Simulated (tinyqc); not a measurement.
Adsorption as a lattice gas: isotherms with interactions, competition, desorption peaks and saturation dose: one step, computed by the program tinyqc.

One adsorbate per site; a molecule needs 1 empty site. Gas and surface have the same temperature.

Problem. Flux and the Langmuir coverage. Flux F = p/sqrt(2 pi M k_B T); k_d = nu exp(-E/(k_B T)); s0 F (1 - theta) = N_s k_d theta, so y = s0 F/(N_s k_d), theta = y/(1 + y). With a second gas on the same sites theta = y/(1 + y + K_B p_B).

Inputs (values chosen for the exercise, for a model surface):
```
quantity,value,unit
desorption energy E,0.877,eV
prefactor nu,3.4e+12,1/s
site density N_s,14,1/nm^2
molecular mass M,57.8,u
sticking coefficient s0,0.008,-
temperature T,375,K
pressure p,1.9,Pa
"blocking by a second gas, K_B p_B",1.1,-
```

Adsorption: molecular (first order).

Constants: u = 1.6605390666e-27 kg; k_B = 1.380649e-23 J/K; k_B = 8.617333262e-05 eV/K.

Give: flux F; k_d; y; Langmuir coverage; coverage with the second gas.

Solution.

flux F = 34003 1/(nm^2 s)

k_d = 5.561 1/s

y = 3.494

Langmuir coverage = 0.7775

coverage with the second gas = 0.6246
